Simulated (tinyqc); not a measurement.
Resistance of a source-drain extension with a graded tip: two steps of the calculation.

y runs along the channel, the gate covers y > 0. The doping is N0 for y < y0 and N0 10^(-(y - y0)/la) beyond, uniform over the depth xj. Sheet conductance s(y) = q mu(N) max(N - Nch, 0) xj + (for y > 0) ma Cox Vo, with mu(N) = u0 + (u1 - u0)/(1 + (N/Nr)^au) and Cox = eps0 eox/tox. Current is taken as one-dimensional; depletion of the tip, spreading and the contact are left out. The metallurgical junction lies at yj, where N = Nch.

Parameters, values chosen for the exercise; mobility law close to that of electrons in silicon: relative permittivity of the gate insulator (close to silicon dioxide) eox = 3.9; insulator thickness tox = 3.2 nm; active doping of the extension far from the gate N0 = 9.6e19 cm^-3; lateral abruptness la = 4.6 nm/decade; position under the gate where the fall begins (gate edge at 0) y0 = 2.7 nm; depth of the extension xj = 23 nm; channel doping Nch = 3.3e18 cm^-3; gate overdrive Vo = 0.51 V; mobility of the gate-induced layer ma = 220 cm^2/(V s); mobility at low doping u1 = 1414 cm^2/(V s); mobility at high doping u0 = 68.5 cm^2/(V s); reference doping Nr = 9.2e16 cm^-3; exponent au = 0.711; gate length Lg = 60 nm.

Constants: q = 1.602176634e-19 C, eps0 = 8.8541878128e-14 F/cm where lengths are in cm. Results are converted to the units shown.

Question 1. Sheet resistances and junction position. yj = y0 + la log10(N0/Nch); sheet resistance of the full extension 1/[q mu(N0)(N0 - Nch) xj] and of the gate-induced layer 1/(ma Cox Vo); metallurgical length Lg - 2 yj; ye is where the doped and the gate-induced conductances are equal.

Give: yj; sheet resistance of the extension; sheet resistance of the induced layer; metallurgical length; ye; N at ye.

Answer 1.

yj = 9.433 nm
sheet resistance of the extension = 375.1 ohm/square
sheet resistance of the induced layer = 8259 ohm/square
metallurgical length = 41.13 nm
ye = 8.338 nm
N at ye = 5.709e18 cm^-3

The gate takes over 1.10 nm before the junction, where N is still 1.73 times the channel doping.

Question 2. Resistance of the overlapped part. Midpoint rule on 10 equal steps from 0 to yj: R_ov = sum h/s(y), per width.

Give: y; N; doped conductance; sheet resistance; R_ov.

Answer 2.

y, point 0 to 9 (nm): [0.47166, 1.4150, 2.3583, 3.3016, 4.2450, 5.1883, 6.1316, 7.0750, 8.0183, 8.9616]
N, point 0 to 9 (cm^-3): [9.6000e19, 9.6000e19, 9.6000e19, 7.1036e19, 4.4300e19, 2.7627e19, 1.7229e19, 1.0745e19, 6.7007e18, 4.1788e18]
doped conductance, point 0 to 9 (uS): [2665.9, 2665.9, 2665.9, 2004.4, 1283.5, 819.39, 514.95, 308.92, 162.16, 49.284]
sheet resistance, point 0 to 9 (ohm/square): [358.81, 358.81, 358.81, 470.49, 711.96, 1063.3, 1572.3, 2325.6, 3530.6, 5869.9]
R_ov = 15.679 ohm um

Numbers from tinyqc (`OMP_NUM_THREADS=1 python tinyqc.py 2282246 2282247 out.jsonl`; about 0.04 s on one thread of a shared Intel Xeon 2.30GHz).
